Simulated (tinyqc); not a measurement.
Signal and retention of a DRAM cell: two steps of the calculation.

A stored one starts at Vd and leaks: Cs dV/dt = -I(V), I = a sqrt((V + Vb)/(Vd + Vb)) + b, with a = Ig exp[-(Eg1 q/kB)(1/T - 1/T0)] (generation in a depletion layer) and b = Is exp[-(Es q/kB)(1/T - 1/T0)]. The bit line is precharged to Vd/2, and charge sharing gives the signal (V - Vd/2) Cs/(Cs + Cb).

Parameters, values chosen for the exercise: array voltage Vd = 1.3 V; cell capacitance Cs = 16 fF; built-in plus back-bias voltage of the storage junction Vb = 1.39 V; junction leakage at V = Vd and T0 Ig = 0.39 fA; voltage-independent leakage at T0 Is = 0.055 fA; activation energy of Is Es = 0.43 eV; reference temperature T0 = 358 K; temperature T = 358 K; deviation of ln(retention time) over the cells sg = 0.89; cells Nc = 8.59e9; refresh interval tr = 128 ms; activation energy of Ig Eg1 = 0.6 eV.

Constants: q = 1.602176634e-19 C, kB = 1.380649e-23 J/K. Results are converted to the units shown.

Task 1. Retention time. With s = sqrt((Vc + Vb)/(Vd + Vb)), the time from Vd to Vc is t = [2 Cs (Vd + Vb)/a] [1 - s - (b/a) ln((a + b)/(a s + b))].

Vc = 0.9835 V

Give: a; b; retention time; estimate with the current held at a + b.

Result 1.

a = 0.3900 fA
b = 0.05500 fA
retention time = 11.69 s
estimate with the current held at a + b = 11.38 s

Task 2. Failing cells. This time is the median of a log-normal spread: failing cells = Nc erfc(z/sqrt 2)/2, z = ln(t/tr)/sg. One failure is expected at the interval where that count equals 1.

retention time = 11.690152 s

Give: z; failing cells; interval for one failure.

Result 2.

z = 5.0724
failing cells = 1686.8
interval for one failure = 41.501 ms

The weakest cell of the array lies about 6.34 deviations out, a factor of 282 below the median; the chosen interval is longer than that time.

Range of the model: Real arrays also hold a tail of unusually leaky cells and cells whose retention varies in time, which this model lacks.

Computed by the program tinyqc: `OMP_NUM_THREADS=1 python tinyqc.py 2130136 2130137 out.jsonl`, one thread of a shared Intel Xeon 2.30GHz, about 0.01 s for the whole run.
